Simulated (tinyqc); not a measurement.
Spin coating of a resist or spin-on film: centrifugal thinning, evaporation and the final thickness (Emslie and Meyerhofer models): one step, computed by the program tinyqc.

A Newtonian film stays uniform over the wafer; solvent and solids have the same density and the concentration is uniform through the thickness.

Problem. Rates. omega = 2 pi f/60; nu(c) = nu_s + k c^gamma; evaporation rate e = e0 sqrt(f/1000 rpm). Flow constant K = 2 omega^2/(3 nu(c0)); Reynolds number of the air omega R^2/nu_air with nu_air = 15 mm^2/s.

Inputs (values chosen for the exercise, of the order of those of a polymer resist in an ester solvent):

| quantity | value | unit |
|---|---|---|
| solids volume fraction c0 | 0.14 | - |
| kinematic viscosity of the solvent nu_s | 1.2 | mm^2/s |
| viscosity constant k | 760 | mm^2/s |
| viscosity exponent gamma | 2.8 | - |
| spin speed f | 5000 | rpm |
| evaporation rate at 1000 rpm e0 | 0.051 | micrometre/s |
| wafer radius R | 100 | mm |

Give: omega; nu(c0); evaporation rate e; flow constant K; Reynolds number of the air.

Solution.

omega = 523.6 1/s

nu(c0) = 4.290 mm^2/s

evaporation rate e = 0.1140 micrometre/s

flow constant K = 0.04260 1/(micrometre^2 s)

Reynolds number of the air = 3.491e+05

Caution: above a Reynolds number of about 3e5 the air flow near the rim turns turbulent, and evaporation is no longer uniform.
